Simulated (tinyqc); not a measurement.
Quasiparticle equation with a plasmon-pole self-energy for two band edges: one step. All solutions for the valence state. Four cases, with inputs chosen for the exercise.

Task: Multiplying out gives a cubic; give its three roots and their weights Z.

For each edge E = e + X + Sc(E), with the correlation part Sc(E) = A[0]/(E - a + w) + A[1]/(E - b - w); a and b are the valence and conduction energies that enter the Green function (a = ev, b = ec in the one-shot scheme). Z = 1/(1 - dSc/dE), dSc/dE = -A[0]/(E - a + w)^2 - A[1]/(E - b - w)^2.

Case 1.

Values chosen (scales of the order of those of diamond; not measured data): ev = 0 eV (mean-field valence top); ec = 4.03 eV (mean-field conduction edge); w = 26.9 eV (pole energy); Av = (151.3, 84.3) eV^2 (weights of the valence state on the hole and electron poles); Ac = (58.4, 131.8) eV^2 (the same for the conduction state); Xv = -4.04 eV (exchange minus the mean-field potential, valence); Xc = 3.91 eV (the same, conduction).

Case 2.

Values chosen (scales of the order of those of AlN; not measured data): ev = 0 eV (mean-field valence top); ec = 4.25 eV (mean-field conduction edge); w = 18.7 eV (pole energy); Av = (78.1, 40.8) eV^2 (weights of the valence state on the hole and electron poles); Ac = (43.1, 86.3) eV^2 (the same for the conduction state); Xv = -3.95 eV (exchange minus the mean-field potential, valence); Xc = 3.69 eV (the same, conduction).

Case 3.

Values chosen (scales of the order of those of HfO2; not measured data): ev = 0 eV (mean-field valence top); ec = 3.94 eV (mean-field conduction edge); w = 14.2 eV (pole energy); Av = (36.4, 14.8) eV^2 (weights of the valence state on the hole and electron poles); Ac = (22.2, 40.4) eV^2 (the same for the conduction state); Xv = -3.27 eV (exchange minus the mean-field potential, valence); Xc = 2.55 eV (the same, conduction).

Case 4.

Values chosen (scales of the order of those of SiO2; not measured data): ev = 0 eV (mean-field valence top); ec = 5.61 eV (mean-field conduction edge); w = 18.3 eV (pole energy); Av = (47.9, 20.4) eV^2 (weights of the valence state on the hole and electron poles); Ac = (23.6, 52.6) eV^2 (the same for the conduction state); Xv = -4.01 eV (exchange minus the mean-field potential, valence); Xc = 3.45 eV (the same, conduction).

Give: roots; weights.

Result:

Case 1.

roots (eV): [-32.481, -0.876, 33.347]

weights: [0.1701, 0.7653, 0.0646]

The weights add up to 1. The satellite below lies 31.60 eV from the main peak, 17 % more than w: this scheme places plasmon satellites too far out, and gives one where a cumulant form gives a series.

Case 2.

roots (eV): [-23.000, -1.182, 24.482]

weights: [0.1907, 0.7550, 0.0543]

The weights add up to 1. The satellite below lies 21.82 eV from the main peak, 17 % more than w: this scheme places plasmon satellites too far out, and gives one where a cumulant form gives a series.

Case 3.

roots (eV): [-16.946, -1.228, 18.844]

weights: [0.1713, 0.7963, 0.0324]

The weights add up to 1. The satellite below lies 15.72 eV from the main peak, 11 % more than w: this scheme places plasmon satellites too far out, and gives one where a cumulant form gives a series.

Case 4.

roots (eV): [-21.167, -1.883, 24.651]

weights: [0.1463, 0.8275, 0.0262]

The weights add up to 1. The satellite below lies 19.28 eV from the main peak, 5 % more than w: this scheme places plasmon satellites too far out, and gives one where a cumulant form gives a series.

Computed by tinyqc, one run a case: `OMP_NUM_THREADS=1 python tinyqc.py N N+1 out.jsonl` with N = 1850818, 1851190, 1880102, 1880208; one thread of a shared Intel(R) Xeon(R) Processor @ 2.30GHz, about 0.02 s a run at most.
